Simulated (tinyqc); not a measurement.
Ferroelectric with a first-order transition, Landau-Devonshire energy: one step of the calculation.

One domain with free energy u = al P^2 + be P^4 + ga P^6 - E P, al = a0 (T - T0), be < 0 < ga (P in uC/cm^2, E in kV/cm, u in mJ/cm^3). Equilibrium: E = 2 al P + 4 be P^3 + 6 ga P^5; a state is stable against small changes where dE/dP > 0. The coercive field is that of uniform switching, which real films, switching by domains, do not reach.

Question. Spontaneous polarisation, coercive field and susceptibility. Ps^2 = [-be + sqrt(be^2 - 3 al ga)]/(3 ga); Pc^2 = [-3 be + sqrt(9 be^2 - 15 al ga)]/(15 ga), Ec = -E(Pc); susceptibility chi = 1/(eps0 dE/dP).

Parameters, values chosen for the exercise:

| symbol | value | unit | meaning |
|---|---|---|---|
| a0 | 0.05 | kV cm/(uC K) | slope of the quadratic coefficient |
| T0 | 700 | K | Curie-Weiss temperature |
| be | -0.0016 | kV cm^5/uC^3 | quartic coefficient |
| ga | 7.2e-7 | kV cm^9/uC^5 | sixth-order coefficient |
| T | 680 | K | temperature |

Constants: eps0 = 8.8541878128e-14 F/cm where lengths are in cm. Results are converted to the units shown.

Give: al; Ps; u(Ps) at E = 0; Pc; Ec; chi at Ps.

Answer.

al = -1.0000 kV cm/uC
Ps = 41.792 uC/cm^2
u(Ps) at E = 0 = -2791.3 mJ/cm^3
Pc = 31.354 uC/cm^2
Ec = 129.07 kV/cm
chi at Ps = 372.06

tinyqc, about 0.01 s, one thread, Intel Xeon 2.30GHz (shared host): `OMP_NUM_THREADS=1 python tinyqc.py 2860121 2860122 out.jsonl`
